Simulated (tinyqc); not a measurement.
Length of a molecular wire: coherent transport through a tight-binding bridge. Computed by the program tinyqc. T = Gamma_L Gamma_R |G_1n|^2 with the self-energies of semi-infinite chains.

A uniform bridge between two chains:
```
parameter                       value
site energy (eV)             1.130000
hopping in the bridge (eV)   0.730000
lead hopping (eV)            2.510000
couplings (eV)                0.63, 1
E (eV)                      -0.340000
```

Transmission against length:
```
sites           T    ln T
2      4.5575e-02  -3.088
3      2.4424e-02  -3.712
4      1.4824e-02  -4.211
5      9.7143e-03  -4.634
7      4.7796e-03  -5.343
8      3.4982e-03  -5.656
9      2.6077e-03  -5.949
10     1.9706e-03  -6.229
```

Estimate the missing row, sites = 6.

Computed row:
```
sites           T    ln T
6      6.6959e-03  -5.006
```

E lies outside the band of the bridge (|E - e|/2h = 1.007 > 1), so T decays as exp(-beta n) with beta = 2 arccosh(1.007) = 0.2339 a site; the last two rows give 0.2801.
